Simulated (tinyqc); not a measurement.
Joule-heated wire on a substrate, fin equation: effect of the conductance per length to the substrate.

A wire of length L loses heat along itself to two contacts and sideways to the substrate: kap A theta'' - g theta + p = 0 with theta = T - T0 and p = p0. The ends are held at T0. Constant conductivity, diffusive heat flow.

The equation is solved on 800 equal steps and the peak is the largest node value. LH = sqrt(kap A/g); the share is the integral of g theta over that of p.

Inputs (values chosen for the exercise):

| symbol | value | unit | meaning |
|---|---|---|---|
| kap | 160 | W/(m K) | conductivity along the wire |
| A | 3600 | nm^2 | cross-section |
| L | 7000 | nm | length between the contacts |
| Rc | 0 | K/uW | thermal resistance of each contact |
| p0 | 0.057 | uW/nm | heating per length |

Result of one run:

| g (W/(m K)) | LH (nm) | L/LH | peak theta (K) | peak/(p0/g) | share to the substrate (%) |
|---|---|---|---|---|---|
| 3.1 | 431.1 | 16.24 | 18.38 | 0.9994 | 87.68 |

What becomes of these results when the conductance per length to the substrate g is changed from 3.1 to 0.67 W/(m K), all else the same?

Result of the changed run:

| g (W/(m K)) | LH (nm) | L/LH | peak theta (K) | peak/(p0/g) | share to the substrate (%) |
|---|---|---|---|---|---|
| 0.67 | 927.2 | 7.550 | 81.17 | 0.9541 | 73.54 |

The whole series:

| g (W/(m K)) | LH (nm) | L/LH | peak theta (K) | peak/(p0/g) | share to the substrate (%) |
|---|---|---|---|---|---|
| 0.031 | 4311 | 1.624 | 474.8 | 0.2582 | 17.40 |
| 0.067 | 2932 | 2.387 | 378.4 | 0.4448 | 30.32 |
| 0.14 | 2028 | 3.451 | 266.6 | 0.6548 | 45.61 |
| 0.31 | 1363 | 5.135 | 155.8 | 0.8475 | 61.51 |
| 0.67 | 927.2 | 7.550 | 81.17 | 0.9541 | 73.54 |
| 1.4 | 641.4 | 10.91 | 40.37 | 0.9915 | 81.67 |
| 3.1 | 431.1 | 16.24 | 18.38 | 0.9994 | 87.68 |

As g goes from 0.031 to 3.1 W/(m K), the peak theta falls from 475 to 18.4 K and the share of heat to the substrate rises from 17.4 to 87.7 %; L/LH goes from 1.6 to 16. Where L/LH is smallest the peak reaches 0.26 of p0/g, where it is largest 1.0: contacts cool the wire only within a few healing lengths. For g = 0.031 to 0.14 W/(m K) the rise passes 200 K, so constant kap and g are doubtful.

Program tinyqc, `OMP_NUM_THREADS=1 python tinyqc.py 2520128 2520129 out.jsonl`; Intel Xeon 2.30GHz, shared host, one thread, about 0.01 s.
